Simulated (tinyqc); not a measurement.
# Threshold of a short bulk MOSFET: charge sharing, barrier lowering, narrow width: what changes with what

n-channel device on a p-type body, depletion approximation, full ionisation. Uniform doping N = Na. Vbi from Boltzmann statistics is rough for the degenerate source. Cox = eps0 eox/tox.

Values chosen for this exercise; band and dielectric values close to those of silicon: temperature T = 350 K; band gap Eg = 1.14 eV; relative permittivity eps_r = 11.9; conduction-band density of states at T Nc = 3.53e19 cm^-3; valence-band density of states at T Nv = 3.33e19 cm^-3; relative permittivity of the gate insulator (close to aluminium oxide) eox = 8.86; insulator thickness tox = 19 nm; channel doping Na = 2.8e17 cm^-3; source and drain doping Nsd = 1e20 cm^-3; flat-band voltage for the doping Na Vfb = -0.89 V; junction depth xj = 93 nm; body-source voltage Vbs = 0 V; drain-source voltage Vds = 0.5 V; gate width W = 360 nm; shape factor of the fringing depletion at the width edges xw = 1.5708; channel length L = 270 nm.

Constants: q = 1.602176634e-19 C, kB = 1.380649e-23 J/K, Vt = kB T/q, eps0 = 8.8541878128e-14 F/cm where lengths are in cm. Results are converted to the units shown.

Each table varies one quantity; the others keep the values above.

## Threshold roll-off against channel length

ni = sqrt(Nc Nv) exp(-Eg/(2 Vt)), Eg in volts; 2 pB = 2 Vt ln(N/ni); flat band Vfb - Vt ln(N/Na); Wd = sqrt(2 eps0 eps_r (2 pB - Vbs)/(q N)); body term q N Wd/Cox; long-channel VT0 = flat band + 2 pB + body term; Vbi = Vt ln(N Nsd/ni^2); scale length l = sqrt((eps_r/eox) tox Wd). Charge sharing (trapezoid; it ignores Vds): F = (xj/L)(sqrt(1 + 2 Wd/xj) - 1), lowering = body term times F. Barrier lowering: th = exp(-L/(2 l)) + 2 exp(-L/l), lowering = th [2 (Vbi - 2 pB) + Vds], DIBL = th. Narrow width: rise = body term times xw Wd/W. VT by each model = VT0 - lowering + rise. DIBL under 0.001 mV/V is printed as 0.

The same in every row: N (cm^-3) = 2.8000e17; VT0 (V) = 0.64655.

Threshold roll-off against channel length:
```
L (nm)	L/l	F	DIBL (mV/V)	VT, charge sharing (V)	VT, barrier lowering (V)
130	3.2374	0.38335	276.69	0.57265	0.59939
180	4.4825	0.27686	128.94	0.64576	0.72566
270	6.7238	0.18458	37.074	0.70912	0.80416
380	9.4631	0.13115	8.9683	0.74580	0.82818
550	13.697	0.090610	1.0635	0.77363	0.83493
800	19.922	0.062295	0.047204	0.79307	0.83580
1200	29.883	0.041530	0	0.80733	0.83584
1700	42.335	0.029315	0	0.81572	0.83584
2400	59.767	0.020765	0	0.82159	0.83584
```

What does the table show?

VT by barrier lowering rises from 0.599 to 0.836 V and VT by charge sharing rises from 0.573 to 0.822 V. DIBL is under 100 mV/V from L = 270 nm on among the rows (th = 0.1 at L/l = 4.92). For L = 130 DIBL exceeds 250 mV/V, where the barrier formula is rough.

## Effect of the channel doping

Same model as above.

Vfb is held fixed.

Effect of the channel doping:
```
Na (cm^-3)	N (cm^-3)	VT0 (V)	L/l	F	DIBL (mV/V)	VT, charge sharing (V)	VT, barrier lowering (V)
9.5e16	9.5000e16	0.27905	5.2350	0.27571	83.638	0.34788	0.37690
1.6e17	1.6000e17	0.43481	5.9054	0.22795	57.647	0.50066	0.56538
2.7e17	2.7000e17	0.63111	6.6672	0.18717	38.208	0.69390	0.78718
4.6e17	4.6000e17	0.88529	7.5466	0.15217	24.032	0.94501	1.0614
7.8e17	7.8000e17	1.2086	8.5354	0.12320	14.406	1.2655	1.4002
1.3e18	1.3000e18	1.6105	9.6179	0.099892	8.2895	1.6648	1.8141
2.2e18	2.2000e18	2.1448	10.879	0.080081	4.3785	2.1967	2.3585
```

As Na goes from 9.5e16 to 2.2e18, VT0 rises from 0.279 to 2.14 V, DIBL falls from 83.6 to 4.38 mV/V, F falls from 0.276 to 0.0801 and VT by barrier lowering rises from 0.377 to 2.36 V.

Computed by the program tinyqc: `OMP_NUM_THREADS=1 python tinyqc.py 2002071 2002072 out.jsonl`, one thread of a shared Intel Xeon 2.30GHz, about 0.01 s for the whole run.
